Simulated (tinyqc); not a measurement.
Inside a calculation. Model: interdiffusion of a quantum well during annealing: blurred potential and shift of the confined levels. Computed by tinyqc, a small Python program that keeps every step. Command: `OMP_NUM_THREADS=1 python tinyqc.py 3012103 3012104 out.jsonl qwi walk`. One thread of a shared host (Intel(R) Xeon(R) Processor @ 2.30GHz), about 0.07 s of CPU time with the checks. Intermediate numbers are printed to about 5 digits and carried at full precision; extremes and crossings named in words are read from the listed rows.

A square well of width w is blurred by Fick diffusion with a constant coefficient; band offsets are linear in composition, masses are uniform, and strain and excitons are ignored.

Inputs (values chosen for the exercise, modelled on GaAs in AlGaAs):
```
quantity                value    unit
well width w              3.9      nm
electron mass m_e      0.0658     m_0
hole mass m_h           0.359     m_0
conduction offset V_c    0.21      eV
valence offset V_v       0.12      eV
prefactor D0             0.13  cm^2/s
activation energy E      3.72      eV
anneal temperature T      870       C
anneal time t              60       s
```

Constants: k_B = 8.617333262e-05 eV/K; hbar^2/(2 m_0) = 3.80998212 eV angstrom^2.

## Diffusion length

D = D0 exp(-E/(k_B T)); L = sqrt(D t); share of well material at the centre erf(w/(4L)); 1 nm = 1e-7 cm. Temperatures in kelvin are T(C) + 273.15.

diffusivity D = 5.1721e-18 cm^2/s

diffusion length L = 0.17616 nm

ratio L/w = 0.045169

share at the centre = 1

## Levels before the anneal

Square well, ground state: take the lowest root of k tan(k w/2) = kappa, k^2 = E/c, kappa^2 = (V - E)/c, c = hbar^2/(2m) with hbar^2/(2 m_0) in eV angstrom^2.

electron level before the anneal = 99.869 meV

hole level before the anneal = 30.389 meV

Caution: the well mass is used in the barriers too; a heavier barrier mass would lower these levels.

## Levels after the anneal

With L = sqrt(D t) and the share at the centre erf(w/(4L)). After the anneal: V(z) = V {1 - (1/2)[erf((w/2 - z)/(2L)) + erf((w/2 + z)/(2L))]}, energies counted from the original well bottom. Finite differences on 3000 points over |z| < w/2 + 6L + 25 nm; shifts are taken against the same grid with cell-averaged square steps. Rise of the bottom = V (1 - share at the centre). Overlap = |<electron|hole>|^2.

shift of the electron level = 1.177 meV

shift of the hole level = 1.03 meV

blue shift of the transition = 2.206 meV

rise of the gap at the centre = 0 meV

overlap = 0.9248

The centre is still intact, so the shift comes from rounded edges that narrow the lower part of the well.

## Shift against diffusion length

First-order estimate for small L: the shift is 2 L^2 V |d(psi^2)/dz| at an edge, with psi the normalised square-well state: psi^2 = cos^2(k z)/(w/2 + 1/kappa) inside, so |d(psi^2)/dz| = k sin(k w)/(w/2 + 1/kappa).

Shifts (meV):
```
L/w   L (nm)  share at the centre  electron    hole      sum  first-order sum
0.02   0.078                    1      0.24   0.212    0.453          0.47348
0.04   0.156                    1     0.932   0.816    1.748           1.8939
0.07   0.273              1.00000     2.704   2.364    5.068           5.8002
0.1     0.39              0.99959     5.219   4.591    9.811           11.837
0.15   0.585              0.98158    10.613    9.53   20.142           26.633
0.2     0.78              0.92290    16.822  15.395   32.217           47.348
0.3     1.17              0.76141    29.196  27.107   56.303           106.53
0.45   1.755              0.56794    44.163  40.674   84.837           239.70
0.7     2.73              0.38649    60.312  54.309  114.621           580.02
1        3.9              0.27633    71.679   63.27  134.949           1183.7
```

The sum grows as L^1.95 between the first rows (L^2, linear in time, in first order) and as L^0.46 between the last, as it bends towards the limit V_c + V_v less the original levels, 199.7 meV. The first-order form is off by +5 % in the first row and +21 % at L/w = 0.1; it needs L well below the decay length 1/kappa. At L/w = 0.2 the hole level has moved by the larger share of its offset (12.8 % for the hole, 8.0 % for the electron).

Checks made by the program: finite differences against the square-well equation (relative difference 6e-06).
